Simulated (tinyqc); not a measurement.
Inversion coefficient and width from gm/I.

Question. Without velocity saturation gm n Vt/I = 2/(1 + sqrt(1 + 4 IC)), IC = I/Ispec, Ispec = 2 n mu Cox (W/L) Vt^2. Find IC and the width W for I = 100 uA.

Values chosen for this exercise:

| symbol | value | unit | meaning |
|---|---|---|---|
| T | 400 | K | temperature |
| L | 130 | nm | gate length |
| Cox | 2.02 | uF/cm^2 | gate capacitance |
| mu | 210 | cm^2/(V s) | mobility |
| n | 1.4 |  | slope factor |

Constants: q = 1.602176634e-19 C, kB = 1.380649e-23 J/K, Vt = kB T/q. Results are converted to the units shown.

gm n Vt/I = 0.79265852

Answer. With x the given ratio, IC = (1 - x)/x^2.

IC = 0.330
W = 27.9 um

tinyqc, about 0.01 s, one thread, Intel Xeon 2.30GHz (shared host): `OMP_NUM_THREADS=1 python tinyqc.py 2150116 2150117 out.jsonl`
